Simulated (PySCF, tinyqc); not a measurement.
Worked calculation: FCI on RHF in the sto-3g basis, for H3+, spin multiplicity 1. The lowest restricted solution is unstable here: a spin-polarised one lies 0.0084 hartree lower (PySCF). One step of it, computed by the program tinyqc.

Problem. Iteration 5 (converged): orbitals. Diagonalise F' = X^T F X, C = X C', fill 1 alpha and 1 beta electrons from the bottom; D = 2 C_occ C_occ^T. Each column has its largest component positive (the first on a tie).

converged F (hartree), order 1H 1s, 2H 1s, 3H 1s:
$$\begin{pmatrix}
-0.618993 & -0.471219 & -0.471161 \\
-0.471219 & -0.476544 & -0.172196 \\
-0.471161 & -0.172196 & -0.476533
\end{pmatrix}$$

X, order 1H 1s, 2H 1s, 3H 1s:
$$\begin{pmatrix}
1.114331 & -0.205473 & -0.205440 \\
-0.205473 & 1.055819 & 0.019822 \\
-0.205440 & 0.019822 & 1.055801
\end{pmatrix}$$

Give: F' = X^T F X; orbital energies; coefficients C; D after iteration 5.

Solution.

F' = X^T F X (hartree):
$$\begin{pmatrix}
-0.3919 & -0.3195 & -0.3194 \\
-0.3195 & -0.3565 & -0.0298 \\
-0.3194 & -0.0298 & -0.3565
\end{pmatrix}$$

orbital energies (hartree): MO1 -0.8409, MO2 -0.3266, MO3 0.0627

coefficients C, order 1H 1s, 2H 1s, 3H 1s:
$$\begin{pmatrix}
0.5856 & 0.0000 & 0.9916 \\
0.3904 & -0.7325 & -0.6844 \\
0.3904 & 0.7326 & -0.6842
\end{pmatrix}$$

D after iteration 5, order 1H 1s, 2H 1s, 3H 1s:
$$\begin{pmatrix}
0.6858 & 0.4573 & 0.4572 \\
0.4573 & 0.3049 & 0.3049 \\
0.4572 & 0.3049 & 0.3048
\end{pmatrix}$$
